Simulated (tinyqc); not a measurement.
Floating body of a partially depleted SOI transistor: body voltage and kink: two steps of the calculation.

Source at 0 V. Channel current Ic = 2 nf K Vt^2 [F(0) - F(Vd)](1 + la Vd), F(V) = ln^2(1 + exp((Vg - VT - nf V)/(2 nf Vt))), VT = VT0 - gb Vb. Saturation voltage Vs = 2 Vt sqrt(F(0)) + 3 Vt, excess Ve = (Vd - Vs + sqrt((Vd - Vs)^2 + 0.0004 V^2))/2, multiplication M1 = Ai Ve exp(-Bl/Ve). Each junction passes D(v) = J1 (exp(v/Vt) - 1) + J2 (exp(v/(2 Vt)) - 1). Bipolar current Ib = bb J1 (exp(Vb/Vt) - 1). The body settles where M1 (Ic + Ib) = D(Vb) + D(Vb - Vd) + Vb/Rb; drain current Id = (1 + M1)(Ic + Ib) - D(Vb - Vd).

Values chosen for this exercise; values of the order met in partially depleted silicon-on-insulator transistors:
- T = 300 K (temperature)
- VT0 = 0.45 V (threshold at zero body voltage)
- gb = 0.28 (fall of the threshold per volt of body voltage)
- nf = 1.36 (slope factor)
- K = 560 uA/(V^2 um) (gain factor per width)
- la = 0.07 1/V (channel-length modulation factor)
- Ai = 2.34 1/V (impact-ionisation prefactor)
- Bl = 9 V (impact-ionisation voltage)
- J1 = 4.6e-12 uA/um (diffusion saturation current of each junction)
- J2 = 1.5e-9 uA/um (recombination saturation current of each junction)
- bb = 3 (gain of the lateral bipolar transistor on the diffusion current)
- Rb = 5000 kohm um (resistance of a weak body tie to the source (1e9 stands for no tie, and the term is then dropped))
- Vg = 0.98 V (gate voltage)
- Vd = 1.4 V (drain voltage)

Constants: q = 1.602176634e-19 C, kB = 1.380649e-23 J/K, Vt = kB T/q. Results are converted to the units shown.

Question 1. New Vb. Current into the body I_in = M1 (Ic + Ib) - D(Vb - Vd), current out I_out = D(Vb) + Vb/Rb; f = ln(I_in/I_out), s = df/dVb by central differences over 1e-5 V, Vb(new) = Vb - f/s.

Vb at the start = 0.03 V

Find: Ic; Ve; M1; I_in; I_out; f; s; Vb after iteration 1.

Answer 1.

Ic = 65.537 uA/um
Ve = 0.92665 V
M1 = 1.3124e-4
I_in = 0.0086010 uA/um
I_out = 0.0060000 uA/um
f = 0.36012
s = -34.672 1/V
Vb after iteration 1 = 0.040386 V

Question 2. Drain current with floating and with grounded body. Id and VT at the converged Vb, Id at Vb = 0, their ratio, and the bipolar share Ib/(Ic + Ib).

converged Vb = 0.042297579 V

Give: VT; Id, floating; Id, grounded; ratio; bipolar share.

Answer 2.

VT = 0.43816 V
Id, floating = 66.386 uA/um
Id, grounded = 63.518 uA/um
ratio = 1.0452
bipolar share = 8.5974e-11 %

The body rises to 0.0423 V and lowers the threshold by 11.8 mV.

Range of the model: The multiplication law is an empirical form chosen for the exercise; self-heating and capacitive coupling to the body are left out, and the linear laws are rough once Vb passes about 0.7 V or M1 about 0.1.

Program tinyqc, `OMP_NUM_THREADS=1 python tinyqc.py 2182041 2182042 out.jsonl`; Intel Xeon 2.30GHz, shared host, one thread, about 0.2 s.
